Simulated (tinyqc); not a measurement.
Dopants and charged point defects at anneal temperature: Fermi-level effect, clustering and pairing: one step, computed by the program tinyqc.

Boltzmann statistics and full ionisation of active dopants. Energies are counted from the valence band; the defect (a vacancy or self-interstitial) has five charge states, with all degeneracy factors one.

Task: Carrier density and Fermi level. n = A/2 + sqrt(A^2/4 + n_i^2) for an active density A. chi = n/n_i (for acceptors n_i/p); E_F = E_i + k_B T ln chi; field enhancement h = 1 + A/sqrt(A^2 + 4 n_i^2).

Inputs (values chosen for the exercise, with bands modelled on germanium): anneal temperature T = 830 K.

Dopant: donor. Second part: clustering of the dopant.

active density A = 2.949707e+19 cm^-3

n_i = 1.490838e+18 cm^-3

E_i = 0.1924925 eV

k_B T = 0.07152387 eV

Give: n; chi; E_F; field enhancement h.

Result:

n = 2.9572e+19 cm^-3

chi = 19.836

E_F = 0.40617 eV

field enhancement h = 1.9949

The doping is 19.8 n_i: extrinsic conditions.
